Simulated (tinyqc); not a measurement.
What moves the results: five-level k.p model folded onto the conduction band. A value that a table varies takes the place of the one given here.

For k along z and one spin sector the level c couples to four states. With c0 = hbar^2/2m0, P = sqrt(Ep c0), P2 = sqrt(Ep2 c0): diagonal Eg + (1 + Cm) c0 k^2 for c, and 0, -Dso, E7 + D2, E7 for lh, so, G8 up, G7 up (their own dispersion is left out); couplings of c: sqrt(2/3) P k to lh, sqrt(1/3) P k to so, sqrt(2/3) P2 k to G8 up, sqrt(1/3) P2 k to G7 up (phases chosen real).

Expanding E = H_cc + S(E) about Eg in powers of k^2, with s_n = sum_j H_cj^2/(Eg - H_jj)^n: order k^2: e2 = (1 + Cm) c0 k^2 + s1; order k^4: e4 = -s2 e2; order k^6: e6 = s3 e2^2 + s2^2 e2.

Second-order sums for the lowest conduction level at E: 1/m = 1 + Cm + (Ep/3)(2/E + 1/(E + Dso)) - (Ep2/3)(2/(E7 + D2 - E) + 1/(E7 - E)); g/2 = 1 + Cg - (Ep/3)(1/E - 1/(E + Dso)) - (Ep2/3)(1/(E7 - E) - 1/(E7 + D2 - E)). E is counted from the top of the valence band; E = Eg at the edge.

Constants: hbar^2/2m0 = 3.80998211 eV angstrom^2.

Inputs chosen for the exercise (near those of GaSb; not measured data):
- Eg = 0.796 eV (gap at Gamma to the s-like level)
- Dso = 0.762 eV (spin-orbit splitting)
- Ep = 26.8 eV (Kane energy)
- E7 = 3.23 eV (upper Gamma7 conduction level, from the valence top)
- D2 = 0.33 eV (its spin-orbit splitting, Gamma8 above Gamma7)
- Ep2 = 2.7 eV (Kane energy to the upper levels)
- Cm = -2.9 (remote term in 1/m)
- Cg = -0.02 (remote term in g/2)

## How far the series holds

Energies from Eg; Pk/Eg measures the coupling.

Levels (eV):
```
k (1/angstrom)  Pk/Eg  to k^2   to k^4  to k^6   exact
0.0118          0.150  0.0134   0.0132  0.0132  0.0132
0.0270          0.343  0.0702   0.0639  0.0649  0.0648
0.0422          0.536  0.1714   0.1339  0.1496  0.1443
0.0574          0.729  0.3171   0.1886  0.2882  0.2407
0.0726          0.922  0.5072   0.1786  0.5860  0.3465
0.0878          1.115  0.7419   0.0388  1.3135  0.4569
0.1030          1.308  1.0209  -0.3106  3.0118  0.5693
0.1182          1.500  1.3445  -0.9647  6.6232  0.6815
```

How do the results move?

Within 2 % of the exact level stay: the k^2 term up to Pk/Eg = 0.15, the sum to k^4 up to Pk/Eg = 0.34, the sum to k^6 up to Pk/Eg = 0.34. In the last row the errors are +663, -1646 and +5942 meV: higher orders make it worse, since the series in k^2 converges only for Pk below about Eg/2 in the two-level limit E = Eg/2 + sqrt(Eg^2/4 + P^2 k^2).

## Mass and g factor above the band edge

The sums are evaluated at E = Eg + dE, as is done for confined or hot electrons.

Results:
```
dE (meV)    m(E)    g(E)  m(E)/m(Eg)  1 + dE/Eg
0         0.0396  -9.106      1.0000     1.0000
19        0.0406  -8.722      1.0243     1.0239
48        0.0420  -8.176      1.0617     1.0603
96        0.0445  -7.363      1.1240     1.1206
143       0.0469  -6.663      1.1859     1.1796
191       0.0495  -6.030      1.2499     1.2399
287       0.0547  -4.965      1.3807     1.3606
```

How do the results move?

Over 287 meV the mass grows by 38.1 %, against 36.1 % for two levels alone, and g moves from -9.106 to -4.965, towards the free value 2.

## Six materials (three-level Kane formulas for mass and g factor)

1/m = 1 + (Ep/3)(2/Eg + 1/(Eg + Dso)), g = 2 - (2 Ep/3)(1/Eg - 1/(Eg + Dso)). The inputs are values chosen for the exercise.

Results:
```
case         Eg (eV)  Dso (eV)  Ep (eV)  m (m0)        g   Eg/Ep
A near GaSb    0.817     0.769     27.5  0.0342   -8.880  0.0297
B near CdTe    1.621     0.893     18.6  0.0900   -0.717  0.0872
C near GaP     2.924     0.081     31.8  0.0849    1.805  0.0919
D near InP     1.439     0.107     21.1  0.0653    1.323  0.0682
E near Ge      0.902     0.290     26.2  0.0361   -2.711  0.0344
F near InSb    0.233     0.794     23.0  0.0135  -48.878  0.0101
```

How do the results move?

The mass follows the gap: m/(Eg/Ep) lies between 0.92 and 1.33, while m itself spans a factor of 6.7. The order by mass differs from the order by gap. g is negative for A, B, E and F; it needs Ep Dso > 3 Eg (Eg + Dso). Where g is small, two larger terms cancel: 5 % in Ep moves g by (2 - g)/20, and the levels left out move it by tenths. Remote bands, left out here, make real masses heavier, by up to a half in the wider-gap crystals. All rows are for the Gamma valley, which is not the lowest one in GaP and Ge.

## What each parameter does

Mass and g at E = Eg. Each row changes one parameter from the base and keeps the others.

Results:
```
case             m (m0)         g
base            0.03959   -9.1062
Eg = 0.716 eV   0.03558  -10.9881
Dso = 0.838 eV  0.04001   -9.6395
Ep = 24.12 eV   0.04456   -8.0084
E7 = 3.553 eV   0.03942   -9.0877
D2 = 0.363 eV   0.03958   -9.1138
Ep2 = 2.97 eV   0.03975   -9.1150
```

What can be read from the table?

The largest shifts from the base row, up to three for each result and ties (the steps differ in size, so this ranks the rows, not the parameters). m (m0): Ep +0.00497, Eg -0.00401, Dso +0.00042. g: Eg -1.8820, Ep +1.0978, Dso -0.5334.

Run: tinyqc, `OMP_NUM_THREADS=1 python tinyqc.py 1081175 1081176 out.jsonl`; Intel(R) Xeon(R) Processor @ 2.30GHz, one thread, shared host; about 0.01 s of CPU time with all checks.
